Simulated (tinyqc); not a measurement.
Surface orientation: inversion layer as a triangular well, valleys of the Si type.

Six ellipsoidal valleys with their long axes along the cube axes, mass ml along the axis and mt across it. For a valley whose axis makes the angle theta with the surface normal, 1/m_z = cos^2(theta)/ml + sin^2(theta)/mt sets the confinement; in the plane the masses are m_1 = mt and m_2 = ml mt/m_z, and m_d = sqrt(m_1 m_2).

The field is taken as constant, e F = 4 pi (e^2/4 pi eps0)(Nd + eta Ns)/eps, with 1e12/cm^2 = 1e-4/angstrom^2, and the oxide as a hard wall at z = 0; c = hbar^2/2m0.

Level j of a valley lies at E_j = a_j (c (e F)^2/m_z)^(1/3) above the band edge at the surface, with the Airy zeros a_j = 2.338107, 4.087949, 5.520560, 6.786708, 7.944134, 9.022651, 10.040174, 11.008524, 11.936016, 12.828777, and has <z> = 2 E_j/(3 e F).

Subband i holds n_i = g m_d/(2 pi c) kB T ln(1 + exp((EF - E_i)/kB T)) (spin included), and EF is fixed by sum n_i = Ns over the levels listed or, where none are listed, over j = 0 to 9 of each group; 1e12/cm^2 = 1e-4/angstrom^2.

Constants: hbar^2/2m0 = 3.80998211 eV angstrom^2; e^2/(4 pi eps0) = 14.39964547 eV angstrom; kB = 8.617333262e-05 eV/K.

Inputs chosen for the exercise (near those of Si; shifted at random, so the results belong to these values and not to a real crystal): ml = 0.933 m0 (longitudinal mass); mt = 0.188 m0 (transverse mass); eps = 11.6 (dielectric constant); Nd = 0.18 x 1e12/cm^2 (depletion charge); eta = 0.75 (share of Ns in the effective field); Ns = 6 x 1e12/cm^2 (electron sheet density); T = 400 K (temperature).

The same densities on four faces. m_c is the conductivity mass averaged over directions in the plane: 1/m_c = sum n_i (1/m_1 + 1/m_2)/2 / Ns.

Cases:
```
face
(100)
(110)
(111)
(211)
```

Rank the cases by m_c (m0), lowest first.

Answer: (100), (211), (110), (111).

Results:
```
face   valleys of lowest  lowest E (eV)  EF (eV)  share of lowest (%)  <z> (angstrom)  m_c (m0)
(100)                  2         0.1406   0.1456                 69.3            15.7     0.209
(110)                  4         0.2024   0.1600                 79.9            19.3     0.287
(111)                  6         0.2164   0.1628                 99.0            19.9     0.295
(211)                  2         0.1862   0.1592                 51.7            19.0     0.281
```

The lowest level is deepest on (100), where a valley axis lies closest to the normal, and the lightest conductivity mass is on (100) (0.209 m0, against 0.295 m0 on (111)). EF, counted from the band edge at the surface, is lowest on (100) and spans 17 meV.

tinyqc: `OMP_NUM_THREADS=1 python tinyqc.py 1282385 1282386 out.jsonl`; about 0.05 s, one thread, shared Intel(R) Xeon(R) Processor @ 2.30GHz.
